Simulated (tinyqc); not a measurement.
Worked calculation: lattice vibrations of a chain. Computed by tinyqc, a small Python program that keeps every step. Command: `OMP_NUM_THREADS=1 python tinyqc.py 27914 27915 out.jsonl` (the two numbers bound the seeds that draw the settings). One thread of a shared host (Intel(R) Xeon(R) Processor @ 2.60GHz), about 0.01 s of CPU time with the checks.

## Dynamical matrix at q = 0.07

A chain moving along its axis:
```
atom                mass (u)  spring to the next atom (eV/angstrom^2)
1                  93.700000                                 5.900000
2                  43.600000                                 6.200000
3                  28.700000                                 7.400000
4                  76.000000                                29.300000
second neighbours          -                                 2.300000
```

q is in units of 2 pi/a. A spring k from atom i to atom j, n cells on, adds k to Phi_ii and Phi_jj, -k exp(2 pi i q n) to Phi_ij and the conjugate to Phi_ji (for one atom a cell: 2k (1 - cos 2 pi q n)); D_ij = Phi_ij / sqrt(m_i m_j).

D(q) (eV/(angstrom^2 u)), lower triangle (Hermitian):
```
                     1                    2          3         4
1             0.424760
2            -0.092308             0.383028
3  -0.084484-0.018884i            -0.175270   0.634146
4  -0.314164-0.147834i  -0.076109-0.017012i  -0.158447  0.543421
```

## Frequencies

omega^2 are the eigenvalues; wavenumber = 521.4708 sqrt(eigenvalue) 1/cm.

eigenvalues: 0.003511  0.401464  0.714216  0.866164

wavenumbers (1/cm): 30.9  330.4  440.7  485.3

weights |e|^2 of the mass-weighted modes:
```
          mode 1    mode 2    mode 3    mode 4
atom 1  0.389553  0.175482  0.156686  0.278278
atom 2  0.178237  0.660920  0.146430  0.014413
atom 3  0.116905  0.070340  0.648130  0.164625
atom 4  0.315304  0.093258  0.048754  0.542684
```

## Dispersion and heat capacity

C/k_B per atom = mean over q = (j + 1/2)/80, j = 0..39 and all branches of y^2 e^y/(e^y - 1)^2, y = hc wavenumber / k_B T.

Wavenumbers (1/cm):
```
q           branch 1    branch 2    branch 3    branch 4
0.000000    0.000000  332.446065  440.831844  484.796922
0.062500   27.601666  330.820694  440.727213  485.217988
0.125000   54.845888  326.048530  440.456354  486.378084
0.187500   81.333860  318.438317  440.115795  488.017505
0.250000  106.560805  308.511710  439.795427  489.822885
0.312500  129.786485  297.076803  439.545342  491.509807
0.375000  149.755918  285.465671  439.377957  492.859700
0.437500  164.192481  276.017879  439.285422  493.725059
0.500000  169.685647  272.183242  439.256226  494.022457
```

Heat capacity:
```
T (K)  C/k_B per atom
20           0.052454
50           0.137548
100          0.295145
200          0.619049
300          0.789342
600          0.938747
1200         0.984053
```

zero-point energy per atom = 20.694230 meV
